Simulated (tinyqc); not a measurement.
Static screening by free carriers: sweeps and comparisons. A value that a table varies takes the place of the one given here.

kF = (3 pi^2 n/Mv)^(1/3), EF = c kF^2/m with c = hbar^2/2m0, n in 1/angstrom^3 (1e-24 per 1/cm^3), e2 = e^2/(4 pi eps0). Thomas-Fermi: qTF^2 = 6 pi e2 n/(eps EF). Debye: qD^2 = 4 pi e2 n/(eps kB T).

F_j(eta) = (1/Gamma(j + 1)) integral_0^infinity x^j dx/(1 + exp(x - eta)), which tends to exp(eta) for eta << 0.

At finite T: qs^2 = qD^2 F_-1/2(eta)/F_1/2(eta), where n = Mv N F_1/2(eta) and N = 2 (m kB T/(4 pi c))^(3/2) with c = hbar^2/2m0, in 1/angstrom^3; times 1e24 for 1/cm^3.

Donor in the screened potential -(e2/eps) exp(-qs r)/r with the trial function exp(-r/a): E(a) = c/(m a^2) - (e2/eps) 4/(a (2 + qs a)^2), e2 = e^2/(4 pi eps0), c = hbar^2/2m0; isotropic mass.

Constants: hbar^2/2m0 = 3.80998211 eV angstrom^2; e^2/(4 pi eps0) = 14.39964547 eV angstrom; kB = 8.617333262e-05 eV/K; a0 (Bohr radius) = 0.5291772105 angstrom.

Values chosen for the exercise (near those of GaAs; shifted at random, so the results belong to these values and not to a real crystal): m = 0.0671 m0 (mass of one isotropic valley); Mv = 1 (valleys); eps = 12.9 (background dielectric constant); T = 400 K; n = 6e+18 1/cm^3 (carrier density).

## Screening unbinds the donor

All carriers n are taken as free and screen with qs(T); E(a) is minimised over a; a dash marks no bound state. aB = a0 eps/m.

Donor level:
```
n (1/cm^3)  n^(1/3) aB  qs aB  E (meV)   a/aB
8.0e+12          0.020  0.006    -5.42  1.000
6.0e+13          0.040  0.016    -5.31  1.000
3.0e+14          0.068  0.036    -5.11  1.001
9.0e+14          0.098  0.062    -4.84  1.003
3.0e+15          0.147  0.112    -4.35  1.008
7.0e+15          0.195  0.171    -3.82  1.019
2.0e+16          0.276  0.289    -2.90  1.050
4.0e+16          0.348  0.406    -2.13  1.096
```

aB = 101.7 angstrom

The level rises from -5.42 meV at the lowest density to -2.13 meV at 4e+16 1/cm^3, against -5.49 meV unscreened. It stays bound over this range. This trial function loses binding at qs aB = 1 and the exact Yukawa problem at 1.19; the Mott rule of thumb is n^(1/3) aB = 0.26, which the last bound row of this table passes: the rule belongs to low temperature, and thermal carriers screen more weakly.

## From Debye to Thomas-Fermi

Screening lengths (angstrom):
```
n (1/cm^3)    eta  Debye  Thomas-Fermi  finite T
2.0e+15     -5.82   1108         143.2      1109
1.0e+16     -4.20  495.7         109.5     497.0
7.0e+16     -2.22  187.4         79.16     190.8
3.0e+17     -0.65  90.50         62.11     97.31
1.0e+18      0.91  49.57         50.82     60.83
3.0e+18      2.99  28.62         42.32     44.48
1.0e+19      7.20  15.68         34.62     34.92
4.0e+19     18.39  7.838         27.48     27.51
```

Debye is within 5 % of the finite-T length up to 7e+16 1/cm^3 of the densities listed and Thomas-Fermi from 3e+18 on. The length goes as n^-0.50 at the low end and n^-0.17 at the high end, against the limits -1/2 and -1/6. Both limits give too short a length.

## What sets the screening length

All results formed anew. Each row changes one parameter from the base and keeps the others.

Results:
```
case                Debye (angstrom)  Thomas-Fermi (angstrom)  finite T (angstrom)
base                           20.24                    37.70                38.39
n = 1.2e+19 1/cm^3             14.31                    33.59                33.81
m = 0.0872 m0                  20.24                    33.07                34.17
eps = 15.48                    22.17                    41.30                42.06
T = 460 K                      21.70                    37.70                38.65
Mv = 2                         20.24                    29.92                31.45
```

The largest shifts from the base row, up to three for each result and ties (the steps differ in size, so this ranks the rows, not the parameters). Debye (angstrom): n -5.93, eps +1.93, T +1.46; unchanged at the printed digits by m and Mv. Thomas-Fermi (angstrom): Mv -7.78, m -4.63, n -4.11; unchanged at the printed digits by T. finite T (angstrom): Mv -6.94, n -4.58, m -4.23.

tinyqc: `OMP_NUM_THREADS=1 python tinyqc.py 1651466 1651467 out.jsonl`; about 0.01 s, one thread, shared Intel(R) Xeon(R) Processor @ 2.30GHz.
